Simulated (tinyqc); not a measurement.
# Worked calculation: on-chip interconnect, size-dependent resistivity and RC delay

tinyqc, about 0.01 s, one thread, Intel Xeon 2.30GHz (shared host): `OMP_NUM_THREADS=1 python tinyqc.py 2100104 2100105 out.jsonl` Printed values are rounded.

A rectangular line between two neighbours and two ground planes. Surface and grain-boundary scattering are added to the bulk resistivity as corrections; capacitances are parallel-plate values without fringing; inductance is ignored.

Values chosen for this exercise; metal values close to those of cobalt:
```
symbol,value,unit,meaning
rho0,6.29,uohm cm,bulk resistivity
lam,11.7,nm,bulk mean free path
ps,0,,specular share of surface scattering
Rg,0.2,,reflection coefficient of grain boundaries
gr,1.5,,grain size over the metal width
wd,19,nm,drawn line width
AR,1.3,,"aspect ratio, height over width"
tl,0.5,nm,"liner on both walls and the bottom, not conducting"
sp,38,nm,space to the neighbouring lines
hd,43,nm,dielectric height to the planes above and below
ek,3.9,,relative permittivity of the dielectric
Mf,0,,Miller factor of the neighbours
Lw,100,um,line length
Rd,760,ohm,driver resistance
Cl,0.46,fF,load capacitance
dt,8.4,ps,time step
```

Constants: eps0 = 8.8541878128e-12 F/m. Results are converted to the units shown.

## Resistivity, resistance and capacitance per length

Metal width x = wd - 2 tl, height y = AR wd - tl; grain boundaries (Mayadas-Shatzkes): al = (lam/(gr x)) Rg/(1 - Rg), g = 1/[1 - 3 al/2 + 3 al^2 - 3 al^3 ln(1 + 1/al)] - 1; surfaces (Fuchs-Sondheimer, thick limit): s = (3/8) lam (1 - ps)(1/x + 1/y); rho = rho0 (1 + g + s); r = rho/(x y); c = eps0 ek (2 wd/hd + 2 Mf AR wd/sp).

x = 18 nm
y = 24.2 nm
al = 0.108333
g = 0.157624
s = 0.425052
rho = 9.95503 uohm cm
r = 228.536 ohm/um
c = 0.0305161 fF/um

rho is 1.58 times the bulk value; surfaces add more (0.425 against 0.158). The liner takes 7.18 % of the cross-section.

## Ladder and Elmore delays

4 equal pi sections: series Rs = r Lw/4; node capacitances c Lw/4, halved at nodes 0 and 4, with Cl added to node 4; Rd feeds node 0. Elmore delay of node k: the sum, over the resistors on the path to k, of resistance times all capacitance downstream of it.

Rs = 5713.40 ohm

| node | C (fF) | Elmore delay (ps) |
|---|---|---|
| 0 | 0.381451 | 2.66882 |
| 1 | 0.762902 | 20.5526 |
| 2 | 0.762902 | 34.0777 |
| 3 | 0.762902 | 43.2440 |
| 4 | 0.841451 | 48.0516 |

The far-end value equals Rd (c Lw + Cl) + r Lw (c Lw/2 + Cl) for any number of pi sections; the line resistance contributes 94.4 % of it.

## Step 1: node voltages after a time step

v at t = 0, node 0 to 4 (V): [0, 0, 0, 0, 0]

A 1 V step is applied behind Rd at t = 0. C dv/dt = -G v + b, with G the conductance matrix of the ladder (1/Rs between neighbours, 1/Rd added at node 0) and b = (1 V/Rd, 0, ...). Trapezoidal step: (C/dt + G/2) v(new) = (C/dt - G/2) v + b.

v at t = 1 dt, node 0 to 4 (V): [1.73605, 0.65258, 0.24636, 0.09580, 0.04467]

Node 0 overshoots the 1 V source: the trapezoidal rule rings on modes much faster than dt.

## Step 2: node voltages after a time step

As before.

v at t = 2 dt, node 0 to 4 (V): [0.276768, 0.699355, 0.493241, 0.287678, 0.181820]

## Course in time

A 1 V step is applied behind Rd at t = 0. C dv/dt = -G v + b, with G the conductance matrix of the ladder (1/Rs between neighbours, 1/Rd added at node 0) and b = (1 V/Rd, 0, ...). Trapezoidal step: (C/dt + G/2) v(new) = (C/dt - G/2) v + b. The last column solves the same ladder exactly by its modes.

Voltages (V):

| t (ps) | node 0 | node 2 | node 4 | node 4, exact |
|---|---|---|---|---|
| 8.400 | 1.736 | 0.2464 | 0.0447 | 0.0504 |
| 16.80 | 0.277 | 0.4932 | 0.1818 | 0.1966 |
| 25.20 | 1.577 | 0.5498 | 0.3449 | 0.3432 |
| 33.60 | 0.440 | 0.6539 | 0.4684 | 0.4669 |
| 42.00 | 1.455 | 0.7122 | 0.5691 | 0.5679 |
| 50.40 | 0.564 | 0.7695 | 0.6519 | 0.6499 |
| 58.80 | 1.360 | 0.8134 | 0.7177 | 0.7164 |
| 67.20 | 0.660 | 0.8478 | 0.7718 | 0.7702 |
| 75.60 | 1.284 | 0.8784 | 0.8150 | 0.8138 |
| 84.00 | 0.735 | 0.8998 | 0.8504 | 0.8492 |
| 92.40 | 1.224 | 0.9206 | 0.8788 | 0.8778 |
| 100.8 | 0.793 | 0.9341 | 0.9019 | 0.9010 |

The far end of the ladder reaches 0.5 V at 36.17 ps, 0.753 of its Elmore delay (ln 2 = 0.693 for a single pole); the slowest mode has a time constant of 39.90 ps. The largest error of the trapezoidal steps at that node is 15 mV. Node 0 swings up and down from step to step: the trapezoidal rule does not damp modes much faster than dt, so these swings are numerical.
